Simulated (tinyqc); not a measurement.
Reflectance at normal incidence against thickness.

Normal incidence on air, film (n1) and substrate (N2 = n2 - i k2): r01 = (1 - n1)/(1 + n1), r12 = (n1 - N2)/(n1 + N2), amplitude (r01 + r12 X)/(1 + r01 r12 X), X = exp(-4 pi i n1 d/lam), R its squared modulus, phase from 0 to 360 degrees.

Values chosen for this exercise: wavelength lam = 800 nm; index of the transparent film n1 = 2.029; index of the substrate n2 = 3.692; extinction coefficient of the substrate k2 = 0.0065.

Results:
```
d (nm)   R (%)  phase of the reflected amplitude (degrees)
0        32.92                                       179.9
25       29.42                                       162.8
50       19.39                                       144.5
75       6.380                                       126.8
100     0.3243                                       195.6
125      7.834                                       231.5
150      20.90                                       213.2
200      32.87                                       178.0
```

Estimate the missing row, d = 175 nm.

Computed row:
```
d (nm)  R (%)  phase of the reflected amplitude (degrees)
175     30.21                                       195.1
```

With this row back in the table: R goes from 32.9 through a minimum of 0.324 (at d = 100 nm among the rows listed) to 32.9 %. At a quarter wave, d = 98.6 nm, R = 0.296 %; for a transparent substrate it would vanish for n1 = sqrt(n2) = 1.92.

tinyqc, about 0.01 s, one thread, Intel Xeon 2.30GHz (shared host): `OMP_NUM_THREADS=1 python tinyqc.py 2870198 2870199 out.jsonl`
